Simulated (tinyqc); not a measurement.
Charge neutrality of a doped semiconductor with incomplete ionisation: one step, computed by the program tinyqc. Command: `OMP_NUM_THREADS=1 python tinyqc.py 3016195 3016196 out.jsonl dopant walk`. One thread of a shared host (Intel(R) Xeon(R) Processor @ 2.30GHz), about 0.05 s of CPU time with the checks.

Energies are counted from the top of the valence band; E_D is measured down from the conduction band and E_A up from the valence band.

Task: Gap and effective densities of states. E_g = E_g0 - alpha T^2/(T + beta). N_c = 2 M_c (2 pi m_e k_B T/h^2)^(3/2) and N_v = 2 (2 pi m_h k_B T/h^2)^(3/2), masses in units of m_0. n_i = sqrt(N_c N_v) exp(-E_g/(2 k_B T)); E_i = E_g/2 + (k_B T/2) ln(N_v/N_c).

Inputs (values chosen for the exercise, for a model semiconductor): gap at 0 K E_g0 = 3.15 eV; Varshni alpha = 0.000533 eV/K; Varshni beta = 331 K; electron mass m_e = 0.183 m_0; valleys M_c = 1; hole mass m_h = 0.741 m_0; temperature T = 300 K.

Doping: n-type, compensated. Statistics of the bands: Fermi-Dirac.

Constants: m_0 = 9.1093837015e-31 kg; k_B = 1.380649e-23 J/K; h = 6.62607015e-34 J s; k_B = 8.617333262e-05 eV/K.

Give: gap E_g; N_c; N_v; k_B T; intrinsic density n_i; intrinsic level E_i.

Result:

gap E_g = 3.074 eV

N_c = 1.964e+18 cm^-3

N_v = 1.601e+19 cm^-3

k_B T = 0.02585 eV

intrinsic density n_i = 8.482e-08 cm^-3

intrinsic level E_i = 1.564 eV
